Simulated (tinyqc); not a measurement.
From results back to parameters: hole subbands of a hard-walled well, four-band Luttinger model. Three cases, with inputs chosen for the exercise.

Problem. At k = 0 in a hard-walled well HHn = c (g1 - 2 g2)(n pi/L)^2 - Z0 and LHn = c (g1 + 2 g2)(n pi/L)^2 + Z0, c = hbar^2/2m0. Two spacings were computed from hidden g1 and g2.

Constants: hbar^2/2m0 = 3.80998211 eV angstrom^2.
Find: u = c (pi/L)^2; g2; g1.
Method. HH2 - HH1 = 3u (g1 - 2 g2) and LH1 - HH1 = 4 u g2 + 2 Z0.

Case 1.

Values chosen (out of a larger set: near those of Si; not measured data): L = 100 angstrom (well width along [001]); Z0 = 0.0434 eV (shear strain energy).

HH2 - HH1 = 40.386 meV
LH1 - HH1 = 91.914 meV

Solution.

u = c (pi/L)^2 = 3.760 meV
g2 = 0.34
g1 = 4.26

Case 2.

Values chosen (out of a larger set: near those of Si; not measured data): L = 75 angstrom (well width along [001]); Z0 = 0.021 eV (shear strain energy).

HH2 - HH1 = 72.198 meV
LH1 - HH1 = 51.092 meV

Solution.

u = c (pi/L)^2 = 6.685 meV
g2 = 0.34
g1 = 4.28

Case 3.

Values chosen (out of a larger set: near those of GaAs; not measured data): L = 115 angstrom (well width along [001]); Z0 = 0.0374 eV (shear strain energy).

HH2 - HH1 = 24.225 meV
LH1 - HH1 = 98.229 meV

Solution.

u = c (pi/L)^2 = 2.843 meV
g2 = 2.06
g1 = 6.96

Computed by tinyqc, one run a case: `OMP_NUM_THREADS=1 python tinyqc.py N N+1 out.jsonl` with N = 1251380, 1251410, 1251464; one thread of a shared Intel(R) Xeon(R) Processor @ 2.30GHz, about 0.2 s a run at most.
